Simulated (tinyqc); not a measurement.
On-chip interconnect, size-dependent resistivity and RC delay: two steps of the calculation.

A rectangular line between two neighbours and two ground planes. Surface and grain-boundary scattering are added to the bulk resistivity as corrections; capacitances are parallel-plate values without fringing; inductance is ignored.

Inputs (values chosen for the exercise); metal values close to those of copper: bulk resistivity rho0 = 1.68 uohm cm; bulk mean free path lam = 39.9 nm; specular share of surface scattering ps = 0.5; reflection coefficient of grain boundaries Rg = 0.33; grain size over the metal width gr = 1; drawn line width wd = 31 nm; aspect ratio, height over width AR = 1.9; liner on both walls and the bottom, not conducting tl = 2.6 nm; space to the neighbouring lines sp = 46 nm; dielectric height to the planes above and below hd = 47 nm; relative permittivity of the dielectric ek = 2.2; Miller factor of the neighbours Mf = 2; driver resistance Rd = 18000 ohm; time step dt = 18 ps.

Constants: eps0 = 8.8541878128e-12 F/m. Results are converted to the units shown.

Problem 1. Resistivity, resistance and capacitance per length. Metal width x = wd - 2 tl, height y = AR wd - tl; grain boundaries (Mayadas-Shatzkes): al = (lam/(gr x)) Rg/(1 - Rg), g = 1/[1 - 3 al/2 + 3 al^2 - 3 al^3 ln(1 + 1/al)] - 1; surfaces (Fuchs-Sondheimer, thick limit): s = (3/8) lam (1 - ps)(1/x + 1/y); rho = rho0 (1 + g + s); r = rho/(x y); c = eps0 ek (2 wd/hd + 2 Mf AR wd/sp).

Give: x; y; al; g; s; rho; r; c.

Solution 1.

x = 25.800 nm
y = 56.300 nm
al = 0.76171
g = 1.0561
s = 0.42285
rho = 4.1646 uohm cm
r = 28.671 ohm/um
c = 0.12546 fF/um

Problem 2. Node voltages after a time step. A 1 V step is applied behind Rd at t = 0. C dv/dt = -G v + b, with G the conductance matrix of the ladder (1/Rs between neighbours, 1/Rd added at node 0) and b = (1 V/Rd, 0, ...). Backward Euler step: (C/dt + G) v(new) = (C/dt) v + b.

Rs = 86.014055 ohm

```
node      C (fF)  v at t = 1 dt (V)
0     0.18819515         0.20050541
1     0.37639030         0.19686529
2     0.37639030         0.19357926
3     0.37639030         0.19064140
4     0.37639030         0.18804642
5     0.37639030         0.18578967
6      2.1881951         0.18386708
```

Find: v at t = 2 dt.

Solution 2.

v at t = 2 dt, node 0 to 6 (V): 0.3507  0.3478  0.3451  0.3426  0.3405  0.3386  0.3370

Range of the model: The metal width is under the mean free path, where the thick-limit surface term and the simple sum of corrections lose accuracy.

tinyqc, about 0.01 s, one thread, Intel Xeon 2.30GHz (shared host): `OMP_NUM_THREADS=1 python tinyqc.py 2100029 2100030 out.jsonl`
